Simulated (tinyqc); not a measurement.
Free and trapped electrons in a MOS channel with a dense trap tail: one step of the calculation.

p-type body, charge-sheet picture, full ionisation (an idealisation for deep acceptors), Boltzmann statistics for free electrons. e = Ec - EF at the surface. Acceptor-like traps of density D(E) = D0 + De exp(-E/Ew) at depth E below Ec, from 0 to Eu, hold n_t = integral of D(E)/(1 + exp((e - E)/Vt)). psi = Eg - Vt ln(Nv/Na) - e; N_dep = sqrt(2 eps0 eps_r Na (psi - Vt)/q); n_f = sqrt(N_dep^2 + 2 eps0 eps_r Vt Nc exp(-e/Vt)/q) - N_dep; Vg = Vfb + psi + q (N_dep + n_t + n_f)/Cox, Cox = eps0 eox/tox.

Question. Trapped charge. Trapezoid rule on 15 equal steps from 0 to Eu, f = 1/(1 + exp((e - E)/Vt)).

Parameters, values chosen for the exercise; band and dielectric values close to those of 4H silicon carbide: temperature T = 300 K; constant background density of acceptor-like traps D0 = 4.5e10 cm^-2 eV^-1; density of the tail at the conduction edge De = 5.7e13 cm^-2 eV^-1; decay energy of the tail Ew = 0.1 eV; depth below Ec down to which the traps reach Eu = 0.71 eV; Ec - EF at the surface e = 0.076 eV.

Constants: q = 1.602176634e-19 C, kB = 1.380649e-23 J/K, Vt = kB T/q. Results are converted to the units shown.

Give: E; D(E) f; n_t.

Answer.

```
point    E (eV)  D(E) f (cm^-2 eV^-1)
0             0             2.8648e12
1      0.047333             8.8197e12
2      0.094667             1.4917e13
3       0.14200             1.2824e13
4       0.18933             8.5211e12
5       0.23667             5.3804e12
6       0.28400             3.3742e12
7       0.33133             2.1194e12
8       0.37867             1.3372e12
9       0.42600             8.4997e11
10      0.47333             5.4643e11
11      0.52067             3.5735e11
12      0.56800             2.3957e11
13      0.61533             1.6620e11
14      0.66267             1.2050e11
15      0.71000             9.2031e10
```

n_t = 2.8898e12 cm^-2

Program tinyqc, `OMP_NUM_THREADS=1 python tinyqc.py 2222048 2222049 out.jsonl`; Intel Xeon 2.30GHz, shared host, one thread, about 0.02 s.
